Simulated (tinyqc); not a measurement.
Monte Carlo simulation of one carrier in a uniform electric field: one step, computed by the program tinyqc. Command: `OMP_NUM_THREADS=1 python tinyqc.py 3027548 3027549 out.jsonl mcfl walk`. One thread of a shared host (Intel(R) Xeon(R) Processor @ 2.30GHz), about 2 s of CPU time with the checks.

The force e F acts along +z. Flights end at the constant total rate Gamma; the part of Gamma that the real rates do not fill is self-scattering, which leaves k unchanged. One valley, no impurities; equivalent final valleys enter only through Z_f in the optical rate.

Task: Flight 2. Kane band: hbar^2 k^2/(2 m) = E (1 + alpha E), speed v = hbar k/(m (1 + 2 alpha E)), states per spin, volume and energy g(E) = m k (1 + 2 alpha E)/(2 pi^2 hbar^2); overlap factors are set to 1. Masses are multiplied by m_0 and all formulas are in SI units. Flight: t = -ln(r1)/Gamma; k_z grows by e F t/hbar; E follows from the band; dz = (E_end - E_start)/(e F). Use row 2 of the random numbers.

Inputs (values chosen for the exercise, modelled on holes in silicon):
```
quantity                value   unit
effective mass m         0.51    m_0
non-parabolicity alpha   0.31   1/eV
lattice temperature T     200      K
electric field F           17  kV/cm
```

Crystal: non-polar. Band: Kane.

k after event 1, the start of the next flight (1/nm): -0.1100000  -0.1500000  0.1475839

Random numbers (0.02 to 0.98, from up to 60 sets tried for early real events), one row a flight:
```
       r1      r2      r3      r4
1  0.3586  0.2035  0.2656  0.6046
2  0.3828  0.2331  0.1191  0.4605
3  0.5205  0.3859  0.1675  0.8959
4  0.4161  0.8686  0.2509  0.7959
5  0.7774  0.3736  0.3034  0.2350
6  0.2631  0.6485  0.2151  0.4953
7  0.0635  0.2659  0.7499  0.5019
```

Gamma = 36.49208 1e12/s

Constants: e = 1.602176634e-19 C; hbar = 1.054571817e-34 J s; m_0 = 9.1093837015e-31 kg.

Give: flight time t; k at the end of the flight; energy at the end; displacement dz.

Result:

flight time t = 26.314 fs

k at the end of the flight (1/nm): -0.11000  -0.15000  0.21555

energy at the end = 6.0443 meV

displacement dz = 1.0811 nm
